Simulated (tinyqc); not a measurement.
Inside a calculation. Method: exchange-only LDA atom on a uniform radial grid, spin-unpolarised, for Be. Computed by tinyqc, a small Python program that keeps every step. Settings: Z = 4, points = 192, R = 18.0, functional = Slater exchange alone, mixing = 0.4, iteration cap = 63. Command: `OMP_NUM_THREADS=1 python tinyqc.py 28791 28792 out.jsonl` (the two numbers bound the seeds that draw the settings). One thread of a shared host (Intel(R) Xeon(R) Processor @ 2.60GHz), about 0.3 s of CPU time with the checks. Later iterations appear only in the table of the cycle.

## Iteration 1

Spherical atom on a uniform radial grid r_j = j h with h = R/(N + 1), h sum u^2 = 1 and integrals as h times sums, u(0) = u(R) = 0 (atomic units):
```
parameter            value
Z                        4
points N               192
R                18.000000
h                 0.093264
mixing            0.400000
electrons in 1s          2
electrons in 2s          2
```

Three-point differences turn -u''/2 + [l(l+1)/2r^2 - Z/r + V] u = e u into a tridiagonal matrix (diagonal 1/h^2 + potential, off-diagonal -1/2h^2). D = sum f u^2; the Hartree potential y/r solves y'' = -D/r with y(0) = 0, y(R) = N_e; v_xc comes from rho = D/(4 pi r^2); E = sum f e - int D V + int D (V_H/2 + eps_xc); V(new) = V + mixing (V_H + v_xc - V).

eigenvalues (hartree): 1s -7.739490, 2s -1.982900

Every 12th grid point:
```
r              V in     u(1s)      u(2s)         D       V_H       v_xc
1.119171   0.000000  0.217348  -0.827863  1.465193  3.148696  -0.446294
2.238342   0.000000  0.005451  -0.506635  0.513418  1.772952  -0.198210
3.357513   0.000000  0.000103  -0.135188  0.036552  1.191024  -0.062692
4.476684   0.000000  1.71e-06  -0.027116  0.001471  0.893512  -0.017733
5.595855   0.000000  2.69e-08  -0.004693  0.000044  0.714815  -0.004746
6.715026   0.000000  4.04e-10  -0.000742  1.10e-06  0.595679  -0.001229
7.834197   0.000000         0  -0.000110  2.44e-08  0.510582  -0.000311
8.953368   0.000000         0  -0.000016  4.93e-10  0.446759  -0.000078
10.072539  0.000000         0  -2.16e-06         0  0.397119  -0.000019
11.191710  0.000000         0  -2.90e-07         0  0.357407   0.000000
12.310881  0.000000         0  -3.80e-08         0  0.324916   0.000000
13.430052  0.000000         0  -4.91e-09         0  0.297840   0.000000
14.549223  0.000000         0  -6.24e-10         0  0.274929   0.000000
15.668394  0.000000         0  -7.83e-11         0  0.255291   0.000000
16.787565  0.000000         0          0         0  0.238272   0.000000
17.906736  0.000000         0          0         0  0.223380   0.000000
```

total energy = -12.78872272 hartree

## Iteration 2

As before.

eigenvalues (hartree): 1s -5.694708, 2s -1.066877

Every 12th grid point:
```
r              V in     u(1s)      u(2s)         D       V_H       v_xc
1.119171   1.080961  0.266657  -0.661209  1.016607  2.979537  -0.395100
2.238342   0.629897  0.010517  -0.622803  0.775988  1.746150  -0.227468
3.357513   0.451333  0.000328  -0.262196  0.137494  1.188996  -0.097500
4.476684   0.350312  0.000009  -0.085410  0.014590  0.893396  -0.038104
5.595855   0.284027  2.54e-07  -0.024531  0.001204  0.714809  -0.014294
6.715026   0.237780  6.72e-09  -0.006537  0.000085  0.595679  -0.005242
7.834197   0.204108  1.74e-10  -0.001657  0.000005  0.510582  -0.001894
8.953368   0.178673         0  -0.000405  3.28e-07  0.446759  -0.000678
10.072539  0.158840         0  -0.000096  1.86e-08  0.397119  -0.000241
11.191710  0.142963         0  -0.000022  1.01e-09  0.357407  -0.000085
12.310881  0.129966         0  -0.000005  5.28e-11  0.324916  -0.000030
13.430052  0.119136         0  -1.16e-06         0  0.297840   0.000000
14.549223  0.109972         0  -2.59e-07         0  0.274929   0.000000
15.668394  0.102116         0  -5.71e-08         0  0.255291   0.000000
16.787565  0.095309         0  -1.21e-08         0  0.238272   0.000000
17.906736  0.089352         0  -6.11e-10         0  0.223380   0.000000
```

total energy = -13.40669320 hartree

## Convergence

Stop when input and output potentials agree to 1e-7.

Course of the cycle (hartree):
```
iteration             E      e(1s)      e(2s)  largest |V(out) - V(in)|
1          -12.78872272  -7.739490  -1.982900                  6.75e+00
2          -13.40669320  -5.694708  -1.066877                  3.45e+00
3          -13.62709857  -4.635108  -0.616676                  1.70e+00
4          -13.69784716  -4.099823  -0.393561                  8.10e-01
5          -13.71810482  -3.837055  -0.282238                  3.73e-01
6          -13.72328464  -3.711527  -0.226400                  1.72e-01
7          -13.72449238  -3.652785  -0.198202                  7.88e-02
8          -13.72475742  -3.625619  -0.183806                  3.66e-02
9          -13.72481379  -3.613103  -0.176349                  1.73e-02
10         -13.72482567  -3.607324  -0.172419                  8.25e-03
11         -13.72482819  -3.604636  -0.170312                  4.01e-03
...                 ...        ...        ...                       ...
21         -13.72482891  -3.602179  -0.167699                  1.32e-05
22         -13.72482891  -3.602177  -0.167694                  7.79e-06
23         -13.72482891  -3.602176  -0.167692                  4.64e-06
24         -13.72482891  -3.602175  -0.167690                  2.76e-06
25         -13.72482891  -3.602175  -0.167689                  1.65e-06
26         -13.72482891  -3.602175  -0.167689                  9.83e-07
27         -13.72482891  -3.602174  -0.167688                  5.86e-07
28         -13.72482891  -3.602174  -0.167688                  3.50e-07
29         -13.72482891  -3.602174  -0.167688                  2.09e-07
30         -13.72482891  -3.602174  -0.167688                  1.25e-07
31         -13.72482891  -3.602174  -0.167688                  7.45e-08
```

Converged in 31 iterations. A uniform grid resolves the cusp poorly: for a bare nucleus this grid gives 1s at -7.73949 against -Z^2/2 = -8 hartree. Before convergence this energy mixes input and output and is not variational, so it may rise towards its limit.
